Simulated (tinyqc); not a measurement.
Mean barrier and spread from two temperatures.

Question. For a Gaussian spread of Schottky barriers the apparent height is phi_ap = phi - sg^2/(2 Vt), Vt = kB T/q. Find sg and phi.

Constants: q = 1.602176634e-19 C, kB = 1.380649e-23 J/K. Results are converted to the units shown.

phi_ap(0) at 150 and 350 K (eV): 0.52787560  0.55194669

Solution. phi_ap is linear in 1/(2 Vt) with slope -sg^2 and intercept phi.

sg = 0.03300 eV
phi = 0.5700 eV

Computed by the program tinyqc: `OMP_NUM_THREADS=1 python tinyqc.py 2640169 2640170 out.jsonl`, one thread of a shared Intel Xeon 2.30GHz, about 0.01 s for the whole run.
